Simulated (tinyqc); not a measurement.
Worked calculation: collinear exchange A + BC -> AB + C on a London-Eyring-Polanyi-Sato surface: saddle, string of images and rate. Computed by tinyqc, a small Python program that keeps every step. Command: `OMP_NUM_THREADS=1 python tinyqc.py 3110775 3110776 out.jsonl leps walk`. One thread of a shared host (Intel(R) Xeon(R) Processor @ 2.30GHz), about 0.06 s of CPU time with the checks. Intermediate numbers are printed to about 6 digits and carried at full precision; extremes and crossings named in words are read from the listed rows.

x = r(AB), y = r(BC), r(AC) = x + y. V is counted from separated atoms, the barrier from A + BC, that is V + D(BC).

Inputs (values chosen for the exercise, for a model exchange):
```
quantity            value           unit
D(AB)                3.55             eV
r0(AB)              0.819       angstrom
beta(AB)                2     1/angstrom
D(BC)                 3.6             eV
r0(BC)               1.29       angstrom
beta(BC)             1.65     1/angstrom
D(AC)                2.73             eV
r0(AC)               1.06       angstrom
beta(AC)             1.64     1/angstrom
Sato parameter S     0.11              -
mass of A              19              u
mass of B           2.014              u
mass of C           28.09              u
temperature T         900              K
step of the string  0.015  angstrom^2/eV
```

Constants: nu for 1 eV/(angstrom^2 u) = 15.6333042 THz; h x 1 THz = 4.135667696 meV; k_B = 1.380649e-23 J/K; u = 1.6605390666e-27 kg; k_B = 8.617333262e-05 eV/K.

## One point of the surface

For each pair, with u = exp(-beta (r - r0)): Q = D [(3 + S) u^2 - (2 + 6 S) u]/(4 (1 + S)), J = D [(1 + 3 S) u^2 - (6 + 2 S) u]/(4 (1 + S)); V = Q1 + Q2 + Q3 - sqrt(((J1 - J2)^2 + (J2 - J3)^2 + (J3 - J1)^2)/2). Take x = r0(AB) + 0.3 and y = r0(BC) + 0.1 angstrom.

Pair terms:
```
pair         u     Q (eV)    J (eV)
AB    0.548812  -0.418264  -2.40906
BC    0.847894  -0.015847  -3.50086
AC    0.092888  -0.135423  -0.34819
```

V = -3.34249 eV

## Relaxing the string

String of 9 images between the fixed ends (r0(AB) + 2, r0(BC)) and (r0(AB), r0(BC) + 2), started on the two straight legs through (r0(AB) + 0.3, r0(BC) + 0.3): each iteration moves the inner images by -step x gradient (central differences) and spaces them evenly again along the broken line (coordinates are kept between 0.2 and 8 angstrom); stop when no coordinate changes by more than 1e-5 angstrom, at most 400 iterations.

Course:
```
iteration  highest inner image above A + BC (eV)  largest move (angstrom)
1                                       0.435303              3.65930e-02
2                                       0.362073              3.24559e-02
3                                       0.346874              2.83081e-02
4                                       0.334176              2.37369e-02
5                                       0.323668              1.91739e-02
6                                       0.315108              1.50602e-02
7                                       0.308256              1.25500e-02
...                                          ...                      ...
40                                      0.286223              2.66132e-05
41                                      0.286222              2.22416e-05
42                                      0.286221              1.85904e-05
43                                      0.286220              1.55403e-05
44                                      0.286219              1.29920e-05
45                                      0.286219              1.08625e-05
46                                      0.286218              9.08290e-06
```

Images at the end:
```
image  x (angstrom)  y (angstrom)  V + D(BC) (eV)
0           2.81900       1.29000        0.008772
1           2.35834       1.29073        0.022071
2           1.89769       1.29346        0.057079
3           1.43776       1.31522        0.147924
4           1.00680       1.47667        0.286218
5           0.84714       1.90878        0.205636
6           0.82400       2.36870        0.123884
7           0.82012       2.82934        0.083877
8           0.81900       3.29000        0.065601
```

last move = 9.08290e-06 angstrom

Converged in 46 iterations.

## Saddle by Newton steps

From the highest inner image, z -> z - H^-1 g with gradient g and Hessian H by central differences, steps capped at 0.15 angstrom, 12 steps.

The first seven points:
```
step        x        y  V + D(BC) (eV)  |g| (eV/angstrom)
0     1.00680  1.47667        0.286218        8.55051e-02
1     0.97726  1.50078        0.287734        2.60114e-02
2     0.97702  1.50458        0.287713        2.53419e-04
3     0.97710  1.50452        0.287713        1.94683e-07
4     0.97710  1.50452        0.287713                  0
5     0.97710  1.50452        0.287713                  0
6     0.97710  1.50452        0.287713                  0
```

saddle (x, y) (angstrom): 0.97710  1.50452

barrier = 0.287713 eV

Hessian (eV/angstrom^2):
```
         x        y
x  5.92469  6.40601
y  6.40601  3.46542
```

The highest image lies 1.5 meV below the saddle. Stretches at the saddle: AB 0.158, BC 0.215 angstrom, for a reaction energy D(BC) - D(AB) = +0.05 eV.

## Frequencies at the saddle

Wilson matrix G = [[1/m_A + 1/m_B, -1/m_B], [-1/m_B, 1/m_B + 1/m_C]]; eigenvalues lambda of G H give nu = 15.6333042 THz x sqrt(|lambda|), the negative one being imaginary. Reactant: nu_BC from k = 2 D beta^2 and 1/m_B + 1/m_C. Skew angle: cos = sqrt(m_A m_C/((m_A + m_B)(m_B + m_C))).

imaginary frequency = 20.9032 THz

real frequency at the saddle = 11.3162 THz

nu_BC = 50.4902 THz

skew angle = 23.2901 degrees

## Transition-state rate

One-dimensional rate constant without tunnelling, k = sqrt(k_B T/(2 pi mu)) [sinh(h nu_BC/(2 k_B T))/sinh(h nu_s/(2 k_B T))] exp(-barrier/(k_B T)) with mu = m_A (m_B + m_C)/(m_A + m_B + m_C); Wigner factor 1 + (h nu_i/(k_B T))^2/24; adiabatic barrier = barrier + h (nu_s - nu_BC)/2.

adiabatic barrier = 0.206708 eV

rate constant k = 4578.12 cm/s

Wigner factor = 1.05177

## Rate against temperature

The formulas are those given above.

Rates; the last column is k_B T^2 d ln k/dT:
```
T (K)     k (cm/s)  Wigner factor  activation energy (eV)
300    7.43315e+00        1.46593                0.228724
400    7.11968e+01        1.26208                0.239662
550    5.02157e+02        1.13862                0.255610
750    2.22168e+03        1.07455                0.274460
1000   6.65823e+03        1.04193                0.294366
1400   1.83969e+04        1.02139                0.320830
2000   4.24255e+04        1.01048                0.354360
```

The activation energy goes from 0.229 eV at 300 K, near the adiabatic barrier plus k_B T/2 (0.220), to 0.354 eV at 2000 K; the classical limit is the barrier plus k_B T/2 (0.374).

Checks made by the program: V for A far away against -D(BC) (relative difference below 1e-10).
